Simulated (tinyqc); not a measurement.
# Worked calculation: capacitance measurement on a leaky thin oxide: effects of series resistance and leakage

Program tinyqc, `OMP_NUM_THREADS=1 python tinyqc.py 2022120 2022121 out.jsonl`; Intel Xeon 2.30GHz, shared host, one thread, about 0.01 s. Printed values are rounded.

The device is a capacitance C in parallel with a leakage conductance G, in series with Rs and Ls. An impedance meter reports either a parallel pair (Cp, Gp) from Y = 1/Z = Gp + i w Cp or a series pair (Cs, Rm) from Z = Rm + 1/(i w Cs); w = 2 pi f, dissipation D = Gp/(w |Cp|).

Values chosen for this exercise; values of the order met in thin-oxide MOS capacitors:
- eox = 3.9 (relative permittivity of the gate insulator (close to silicon dioxide))
- tox = 1.5 nm (insulator thickness)
- A = 10000 um^2 (gate area)
- zc = 0.48 nm (oxide-equivalent thickness added by the accumulation layer)
- zp = 0 nm (oxide-equivalent thickness added by gate depletion)
- Jg = 0.049 A/cm^2 (gate leakage current density, not matched to the thickness)
- Vs = 0.37 V (voltage for an e-fold rise of the leakage)
- Rs = 62 ohm (series resistance)
- Ls = 61 nH (series inductance)
- f = 10000 Hz (measuring frequency)

Constants: eps0 = 8.8541878128e-14 F/cm where lengths are in cm. Results are converted to the units shown.

## True capacitance and conductance

EOT = 3.9 tox/eox; CET = EOT + zc + zp; C = 3.9 eps0 A/CET; G = Jg A/Vs.

EOT = 1.5 nm
CET = 1.98 nm
C = 174.401 pF
G = 13.2432 uS

## What the meter reports

Z = Rs + i w Ls + 1/(G + i w C).

Z = (4.48845-3.70877i) x 1e4 ohm
Cp = 174.115 pF
Gp = 13.2398 uS
Cs = 429.131 pF
D = 1.21023

Cp is 0.16 % below C and Cs is 2.46 times it; G Rs = 8.21e-4, w C Rs = 6.79e-4 and G/(w C) = 1.21.
